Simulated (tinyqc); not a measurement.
Energy and delay of logic against supply voltage: two steps of the calculation.

One expression serves below and above threshold: I(Vg) = Ik [ln(1 + exp((Vg - VT + dd V)/(al nf Vt)))]^al, with I_on = I(V) and I_off = I(0). Gate delay td = kd C V/I_on, clock period LD td. Per gate and cycle the switching energy is act C V^2 and the leakage energy I_off V LD td. No short-circuit current, no variation. Minima are sought above 0.09 V; below a few Vt gates no longer switch and the model has no meaning.

Values chosen for this exercise; values of the order met in logic technologies:
```
symbol,value,unit,meaning
T,300,K,temperature
VT,0.39,V,threshold voltage at zero drain bias
nf,1.08,,slope factor
dd,0.08,,barrier lowering per volt of supply
Ik,1.9,uA,specific current of a gate
al,1.89,,exponent of the current law
C,1.1,fF,load capacitance of a gate
kd,1.1,,delay factor
LD,20,,logic depth
act,0.3,,activity factor
V,0.85,V,supply voltage
```

Constants: q = 1.602176634e-19 C, kB = 1.380649e-23 J/K, Vt = kB T/q. Results are converted to the units shown.

Task 1. Currents, delay and energies. I_on, I_off, td, clock frequency 1/(LD td), both energies and their sum.

Wanted: I_on; I_off; td; clock frequency; switching energy; leakage energy; energy.

Result 1.

I_on = 147.65 uA
I_off = 0.018585 nA
td = 6.9657 ps
clock frequency = 7.1780 GHz
switching energy = 238.43 aJ
leakage energy = 0.0022008 aJ
energy = 238.43 aJ

I_on/I_off = 7.94e6; leakage makes up 9.23e-4 % of the energy.

Task 2. New V. Minimum-energy supply: E(V) is the energy per gate and cycle; with h = 0.001 V, E' = (E(V + h) - E(V - h))/(2 h), E'' = (E(V - h) - 2 E(V) + E(V + h))/h^2, V(new) = V - E'/E''.

V after iteration 1 = 0.14062468 V

Find: E'; E''; V after iteration 2.

Result 2.

E' = 25.70 aJ/V
E'' = 1791 aJ/V^2
V after iteration 2 = 0.1263 V

tinyqc, about 0.01 s, one thread, Intel Xeon 2.30GHz (shared host): `OMP_NUM_THREADS=1 python tinyqc.py 2082088 2082089 out.jsonl`
